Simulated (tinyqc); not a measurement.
BCS gap equation with a constant attraction inside the Debye window: one step, computed by the program tinyqc.

Pairs attract with strength V for |xi| < k_B Theta; N(0) is the density of states for one spin. Energies are given as temperatures (E/k_B, in K) unless marked.

Problem. Critical temperature. Gap equation: 1/(N(0)V) = I(Delta, T) = int_0^Theta tanh(E/2T)/E d xi, E = sqrt(xi^2 + Delta^2); 64 Gauss-Legendre points in y with xi = max(Delta, T) sinh(y). T_c solves I(0, T_c) = 1/(N(0)V); the weak-coupling form is T_c = (2 e^C/pi) Theta exp(-1/(N(0)V)) with Euler's C = 0.5772157, and 2 Delta_0/T_c then tends to 2 pi e^-C = 3.528.

Inputs (values chosen for the exercise, for a model metal): coupling N(0)V = 0.383; Debye temperature Theta = 406 K.

Solver: bisection.

Delta_0 = 59.97608 K

Give: T_c; weak-coupling T_c; 2 Delta_0/T_c.

Solution.

T_c = 33.82 K

weak-coupling T_c = 33.82 K

2 Delta_0/T_c = 3.547

T_c/Theta = 0.0833; the ratio lies +0.54 % from 3.528. Within this model the ratio cannot pass 4; larger values in real metals come from retardation, which it leaves out. Caution: at this coupling retardation and damping of the phonon exchange (Eliashberg theory) matter.
